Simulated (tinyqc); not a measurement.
Exciton in a hard-walled quantum well (variational), step by step. Values are carried at full precision from step to step, so a last printed digit may differ when a step is redone from the rounded ones.

Constants: Ry = 13.60569312 eV; a0 (Bohr radius) = 0.5291772105 angstrom; hbar^2/2m0 = 3.80998211 eV angstrom^2; e^2/(4 pi eps0) = 14.39964547 eV angstrom.

Parameters, chosen for this exercise (near those of InP; not measured data): me = 0.08 m0 (electron mass); mh = 0.255 m0 (hole mass); eps = 12.2 (dielectric constant); Eg = 1.45 eV (gap); L = 185 angstrom (well width); lams = (55, 77, 94, 111, 133, 166, 221) angstrom (trial lengths).

## Exciton units

1/mu = 1/me + 1/mh, Ry* = Ry mu/eps^2, a* = a0 eps/mu.

mu = 0.06090 m0
Ry* = 5.567 meV
a* = 106.02 angstrom

## Hydrogen-like series

Binding Ry*/n^2 in three dimensions and Ry*/(n - 1/2)^2 in two; strengths relative to n = 1 go as 1/n^3 and (1/2)^3/(n - 1/2)^3. Lines at Eg less the binding.

Series:
```
n,3D binding (meV),3D line (eV),3D strength,2D binding (meV),2D line (eV),2D strength
1,5.57,1.4444,1.0000,22.27,1.4277,1.0000
2,1.39,1.4486,0.1250,2.47,1.4475,0.0370
3,0.62,1.4494,0.0370,0.89,1.4491,0.0080
4,0.35,1.4497,0.0156,0.45,1.4495,0.0029
```

## The form factor

Electron and hole in the lowest states cos(pi z/L) of a hard-walled well; relative motion in the plane exp(-rho/lam). E(lam) = c/(mu lam^2) - (q/eps) <1/r>, <1/r> = integral over k from 0 to infinity of F(kL) (1 + (k lam/2)^2)^(-3/2), F(x) = [3x + 8 pi^2/x - 32 pi^4 (1 - exp(-x))/(x^2 (x^2 + 4 pi^2))]/(x^2 + 4 pi^2); c = hbar^2/2m0, q = e^2/(4 pi eps0). E is counted from the subband edge.

F at k = 0.5/a*, 1/a*, 2/a*, 4/a* and 8/a*.

Form factor:
```
k a*,k L,F
0.5,0.8725,0.8420
1.0,1.7450,0.7199
2.0,3.4900,0.5477
4.0,6.9800,0.3575
8.0,13.9600,0.2025
```

## Scan over the trial length

Evaluate the integral numerically for each lam.

Scan:
```
lam (angstrom),<1/r> (1/angstrom),kinetic (meV),Coulomb (meV),E (meV)
55,0.01919,20.683,-22.650,-1.967
77,0.01552,10.553,-18.316,-7.763
94,0.01356,7.081,-16.009,-8.929
111,0.01207,5.078,-14.242,-9.164
133,0.01057,3.537,-12.481,-8.944
166,0.00894,2.270,-10.548,-8.278
221,0.00712,1.281,-8.405,-7.124
```

## The minimum

Minimise E over lam.

lam = 110.7 angstrom
binding energy = 9.16 meV
in Ry* = 1.646
lam/a* = 1.044

The strict two-dimensional limit is 4 Ry* with lam = a*/2; L/a* = 1.75 here.

## Checks

- Binding of a very thin well (L = a*/5000) against 4 Ry*, meV: both 22.3.
- F(3) from a double integral on a grid against the closed form: both 0.5885.

Computed by tinyqc, a small Python program: `OMP_NUM_THREADS=1 python tinyqc.py 1281809 1281810 out.jsonl` (the numbers bound the seed that draws the inputs); one thread of a shared host (Intel(R) Xeon(R) Processor @ 2.30GHz), about 0.01 s for the whole set of steps.
